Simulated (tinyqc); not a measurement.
Heisenberg spin cluster by exact diagonalisation: multiplets, susceptibility, level crossings: one step, computed by the program tinyqc.

H = J1 sum S_i.S_j over the bonds 1-2, 2-3 + J2 sum over 1-3 - g mu_B B S_z; J > 0 is antiferromagnetic.

Question. Multiplets. Every multiplet has one member in the block S_z = 0.5; diagonalise it and read the total spin from <S^2> = S (S + 1).

Inputs (values chosen for the exercise, for a model cluster): exchange J1 = 0.747 meV; exchange J2 = -0.51 meV.

Cluster: triangle, two J1 bonds and one J2 bond. Spin s of each site: 0.5.

Give: Levels at B = 0; ground energy; gap to the next level.

Answer.

Levels at B = 0:
```
E (meV)  total S  number of multiplets
-0.8745      0.5                     1
0.2460       1.5                     1
0.3825       0.5                     1
```

ground energy = -0.8745 meV

gap to the next level = 1.1205 meV

The ground state has S = 0.5; the next level has S = 1.5. The highest spin, S = 1.5, lies at 0.246 meV, s^2 times the sum of all J, s the spin of a site.
